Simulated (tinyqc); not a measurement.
Minority carriers and saturation current of a heavily doped emitter: approximations to the Fermi level.

n-type, parabolic bands, full ionisation. eta = (EF - Ec)/kB T solves N = Nc F12(eta), F12(x) = (2/sqrt(pi)) int_0^infinity sqrt(u)/(1 + exp(u - x)) du. The gap shrinks rigidly by dEg = E1 [ln(N/N0) + sqrt(ln^2(N/N0) + 0.5)], an empirical law that is here taken as the true narrowing.

With u = N/Nc: Boltzmann ln u; Joyce-Dixon ln u + 0.353553 u - 4.95009e-3 u^2 + 1.48386e-4 u^3 - 4.42563e-6 u^4; degenerate limit (3 sqrt(pi) u/4)^(2/3). The Einstein ratio is D/(mu Vt) = F12/Fm, Fm(x) = dF12/dx = (1/sqrt(pi)) int_0^infinity u^(-1/2)/(1 + exp(u - x)) du.

Inputs (values chosen for the exercise): conduction-band density of states at 300 K Nc = 1.06e19 cm^-3.

Results:
```
N (cm^-3)	N/Nc	eta	Boltzmann	Joyce-Dixon	degenerate	D/(mu Vt)
6.8e17	0.064151	-2.7239	-2.7465	-2.7239	0.19374	1.0226
1.5e18	0.14151	-1.9055	-1.9554	-1.9055	0.32831	1.0498
3.4e18	0.32075	-1.0242	-1.1371	-1.0242	0.56651	1.1124
7.6e18	0.71698	-0.081706	-0.33271	-0.081706	0.96849	1.2486
1.7e19	1.6038	1.0272	0.47236	1.0272	1.6565	1.5433
3.8e19	3.5849	2.4867	1.2767	2.4867	2.8319	2.1581
8.4e19	7.9245	4.6201	2.0700	4.6172	4.8055	3.3459
4.2e20	39.623	13.992	3.6794	8.2391	14.051	9.4076
```

Estimate the missing row, N = 1.9e20 cm^-3.

Computed row:
```
N (cm^-3)	N/Nc	eta	Boltzmann	Joyce-Dixon	degenerate	D/(mu Vt)
1.9e20	17.925	8.1787	2.8862	8.0307	8.2805	5.5920
```

With this row back in the table: Boltzmann is within 0.1 of eta up to N/Nc = 0.14, Joyce-Dixon within 0.01 up to 7.9, and the degenerate limit is off by 0.059 in the last row. The Einstein ratio rises from 1.02 to 9.41: degenerate carriers diffuse faster for the same mobility.

Range of the model: Band tails, non-parabolic bands and incomplete ionisation are left out.

Numbers from tinyqc (`OMP_NUM_THREADS=1 python tinyqc.py 2330058 2330059 out.jsonl`; about 0.01 s on one thread of a shared Intel Xeon 2.30GHz).
